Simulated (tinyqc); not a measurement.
Gas flow in a process chamber: flow regimes, conductance, effective pumping speed, pump-down, outgassing and purge: one step, computed by the program tinyqc.

Ideal gas, isothermal flow, a pump of constant speed at the end of a round pipe; process gas, volume gas and outgassing are given the same properties. 1 sccm = 101325 Pa x 1e-6 m^3/60 s x T/273.15 K.

Task: Molecular flow. Mean speed c = sqrt(8 k_B T/(pi m)); aperture conductance C_a = c pi d^2/16; molecular pipe C_m = C_a/(1 + 3 l/(4 d)) (Dushman form); viscous pipe C_v = pi d^4 p_mean/(128 eta l); Knudsen interpolation C = C_v + C_m (1 + x)/(1 + 1.24 x), x = d p_mean sqrt(m/(k_B T))/eta. Effective speed 1/S_eff = 1/S + 1/C_m; time constant V/S_eff; pressure at which the free path k_B T/(sqrt2 pi d_m^2 p) equals d.

Inputs (values chosen for the exercise, modelled on oxygen near room temperature):
```
quantity            value   unit
molar mass M           32  g/mol
molecular diameter   0.36     nm
temperature T         350      K
chamber volume V       22      L
pipe diameter d       6.3     cm
pipe length l          64     cm
pump speed S           42    L/s
```

Constants: k_B = 1.380649e-23 J/K; u = 1.6605390666e-27 kg.

Give: mean speed c; C_a; C_m; S_eff in molecular flow; time constant; pressure where the free path equals d.

Result:

mean speed c = 481.22 m/s

C_a = 375.02 L/s

C_m = 43.511 L/s

S_eff in molecular flow = 21.371 L/s

time constant = 1.0294 s

pressure where the free path equals d = 0.13321 Pa

The pipe passes on 51 % of the pump speed.
